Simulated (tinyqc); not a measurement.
Gupta-type many-body potential for a metal: one step, computed by the program tinyqc. Command: `OMP_NUM_THREADS=1 python tinyqc.py 3020012 3020013 out.jsonl gupta walk`. One thread of a shared host (Intel(R) Xeon(R) Processor @ 2.30GHz), about 0.02 s of CPU time with the checks.

E_i = sum_j A exp(-p (r_ij/r0 - 1)) - xi rho_i^gamma, with rho_i = sum_j exp(-2 q (r_ij/r0 - 1)); gamma = 1/2 is the tight-binding second-moment form. The crystal is fcc unless stated; d is the neighbour distance and a fixed number of shells is kept.

Problem. Shell terms at equilibrium. fcc shells: d sqrt(k), k = 1..5, with 12, 6, 24, 12, 24 atoms; Omega = d^3/sqrt2. Repulsion and density of one neighbour in each shell, and their sums.

Inputs (values chosen for the exercise, modelled on nickel):
```
quantity,value,unit
repulsion A,0.0378,eV
decay p,16.9,-
decay q,1.2,-
reference distance r0,2.491,angstrom
shells kept,2,-
```

neighbour distance d = 2.553069 angstrom

Give: Shells; repulsive energy; density rho.

Solution.

Shells:
```
shell,count,r (angstrom),repulsion (eV),density
1,12,2.5531,2.4809e-02,0.94195
2,6,3.6106,1.8998e-05,0.34004
```

repulsive energy = 0.29782 eV

density rho = 13.344
